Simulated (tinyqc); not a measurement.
# Inputs raised by 10 %, one at a time

Model: Koster-Slater impurity in a tight-binding band, by Green functions and by supercells. Computed by tinyqc, a small Python program. Command: `OMP_NUM_THREADS=1 python tinyqc.py 3006095 3006096 out.jsonl kosterslater sens`. One thread of a shared host (Intel(R) Xeon(R) Processor @ 2.30GHz), about 0.05 s of CPU time with the checks.

One orbital per site, e(k) = -2 t sum cos(k_i) over 2 direction(s), band from -4 t to 4 t, lattice constant 1. One site has the extra energy U. Spin is left out.

Inputs (values chosen for the exercise, for a model band):
```
quantity                   value      unit
hopping t                    1.9        eV
impurity potential U        4.56        eV
supercell edge N               2     sites
energy inside the band E    2.46        eV
broadening eta              0.28        eV
impurity concentration c  0.0002  per site
```

Lattice: square.

Constants: hbar = 6.582119569e-16 eV s.

Method:
- Outside the band G0(E) = (2/(pi E)) K(m), m = 16 t^2/E^2, K the complete elliptic integral with parameter m.
- A bound state solves 1/U = G0(E).
- Bisection in ln(distance from the edge) between 1e-5 t and |U| + t. Weight on the impurity site: -1/(U^2 dG0/dE), by a central difference with step min(1e-4 t, distance/30). Decay length along an axis: 1/arccosh(1 + distance/(2 t)).
- Inside the band G0(z), z = E + i eta, comes from the chain form 1/(sqrt(y - 2t) sqrt(y + 2t)) (principal roots) at y = z + 2 t cos k, averaged over k in (0, pi) with 200 Gauss-Legendre points.
- T = U/(1 - U G0); phase shift delta = -arg(1 - U G0) in (-pi, pi]; host density of states -Im G0/pi; on the impurity -Im[G0/(1 - U G0)]/pi; lifetime of a band state hbar/(-2 c Im T).
- In a periodic cell of N sites along each direction with Bloch vector K, the level solves 1/U = N^-d sum_k 1/(E - e(k)), k_i = (2 pi m_i + K_i)/N, m_i = 0..N-1; the outermost root on the side of U is taken (bisection). d is the number of directions. Gamma means K_i = 0, the zone corner K_i = pi, the quarter point K_i = pi/2.
- The error is measured against the isolated level E_b.

Runs; columns: (1) input moved; (2) from; (3) to; (4) distance from the band edge (eV); (5) weight on the impurity site; (6) width between Gamma and the corner (eV); (7) scattering lifetime (fs):
```
(1)                                     (2)      (3)     (4)     (5)    (6)    (7)
base run                                  -        -  0.2978  0.3221  4.701  416.9
hopping t (eV)                          1.9     2.09  0.1992  0.2410  5.408  420.5
impurity potential U (eV)              4.56    5.016  0.4645  0.4076  4.477  391.3
impurity concentration c (per site)  0.0002  0.00022  0.2978  0.3221  4.701  379.0
energy inside the band E (eV)          2.46    2.706  0.2978  0.3221  4.701  404.5
broadening eta (eV)                    0.28    0.308  0.2978  0.3221  4.701  418.0
```

Exponents ln(y'/y) / ln(x'/x); columns: (1) input; (2) distance from the band edge; (3) weight on the impurity site; (4) width between Gamma and the corner; (5) scattering lifetime:
```
(1)                          (2)     (3)     (4)     (5)
hopping t                 -4.219  -3.042   1.469   0.090
impurity potential U       4.662   2.471  -0.513  -0.665
impurity concentration c   0.000   0.000   0.000  -1.000
energy inside the band E   0.000   0.000   0.000  -0.317
broadening eta             0.000   0.000   0.000   0.026
```

Among the inputs moved here: distance from the band edge answers most in size to impurity potential U (exponent +4.662), next to hopping t (-4.219); its exponent is below 0.0005 for impurity concentration c, energy inside the band E, broadening eta. Weight on the impurity site answers most in size to hopping t (exponent -3.042), next to impurity potential U (+2.471); its exponent is below 0.0005 for impurity concentration c, energy inside the band E, broadening eta. Width between Gamma and the corner answers most in size to hopping t (exponent +1.469), next to impurity potential U (-0.513); its exponent is below 0.0005 for impurity concentration c, energy inside the band E, broadening eta. Scattering lifetime answers most in size to impurity concentration c (exponent -1.000), next to impurity potential U (-0.665). Its exponent -1.000 in impurity concentration c: independent scatterers.
